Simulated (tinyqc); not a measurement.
Free and trapped electrons in a MOS channel with a dense trap tail: one step of the calculation.

p-type body, charge-sheet picture, full ionisation (an idealisation for deep acceptors), Boltzmann statistics for free electrons. e = Ec - EF at the surface. Acceptor-like traps of density D(E) = D0 + De exp(-E/Ew) at depth E below Ec, from 0 to Eu, hold n_t = integral of D(E)/(1 + exp((e - E)/Vt)). psi = Eg - Vt ln(Nv/Na) - e; N_dep = sqrt(2 eps0 eps_r Na (psi - Vt)/q); n_f = sqrt(N_dep^2 + 2 eps0 eps_r Vt Nc exp(-e/Vt)/q) - N_dep; Vg = Vfb + psi + q (N_dep + n_t + n_f)/Cox, Cox = eps0 eox/tox.

Question. Charges and gate voltage. psi, N_dep, n_f and Vg as defined, with the n_t given; free share n_f/(n_f + n_t); apparent mobility mf n_f/(n_f + n_t); gate voltage spent on traps q n_t/Cox.

Parameters, values chosen for the exercise; band and dielectric values close to those of 4H silicon carbide:

| symbol | value | unit | meaning |
|---|---|---|---|
| T | 300 | K | temperature |
| Eg | 3.21 | eV | band gap |
| eps_r | 9.83 |  | relative permittivity |
| Nc | 1.7e19 | cm^-3 | conduction-band density of states at T |
| Nv | 2.52e19 | cm^-3 | valence-band density of states at T |
| eox | 3.9 |  | relative permittivity of the insulator |
| tox | 42 | nm | insulator thickness |
| Na | 1.7e17 | cm^-3 | acceptor density |
| Vfb | -2.44 | V | flat-band voltage without trapped charge |
| mf | 210 | cm^2/(V s) | mobility of free electrons |
| e | 0.107 | eV | Ec - EF at the surface |

Constants: q = 1.602176634e-19 C, kB = 1.380649e-23 J/K, Vt = kB T/q, eps0 = 8.8541878128e-14 F/cm where lengths are in cm. Results are converted to the units shown.

n_t = 3.0262508e11 cm^-2

Find: psi; N_dep; n_f; Vg; free share; apparent mobility; gate voltage spent on traps.

Answer.

psi = 2.974 V
N_dep = 2.333e12 cm^-2
n_f = 1.625e10 cm^-2
Vg = 5.702 V
free share = 5.097 %
apparent mobility = 10.70 cm^2/(V s)
gate voltage spent on traps = 0.5897 V

Numbers from tinyqc (`OMP_NUM_THREADS=1 python tinyqc.py 2222247 2222248 out.jsonl`; about 0.02 s on one thread of a shared Intel Xeon 2.30GHz).
